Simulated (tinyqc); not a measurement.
Deal-Grove kinetics of thermal oxidation of silicon: one step, computed by the program tinyqc. Command: `OMP_NUM_THREADS=1 python tinyqc.py 3025055 3025056 out.jsonl oxide walk`. One thread of a shared host (Intel(R) Xeon(R) Processor @ 2.30GHz), about 0.06 s of CPU time with the checks.

Oxidant diffuses through the oxide and reacts at the interface, so that dx/dt = B/(A + 2x) for the oxide thickness x.

Task: Thickness after the oxidation. tau = (x_i^2 + A x_i)/B and x = (A/2) [sqrt(1 + 4 B (t + tau)/A^2) - 1], the root of x^2 + A x = B (t + tau). Silicon consumed is 0.44 times the oxide grown; the rate is B/(A + 2x).

Inputs (values chosen for the exercise, close to those used for silicon): temperature T = 1050 C; initial oxide x_i = 0.1 um; time t = 0.1 h.

Ambient: dry oxygen. Surface: (100).

length A = 0.2048247 um

parabolic constant B = 0.01619600 um^2/h

Give: tau; oxide thickness x; silicon consumed; final growth rate.

Result:

tau = 1.882 h

oxide thickness x = 0.1040 um

silicon consumed = 0.001743 um

final growth rate = 0.03924 um/h

2x/A = 1.02: reaction and diffusion both resist, diffusion with a share 2x/(A + 2x) = 0.50.
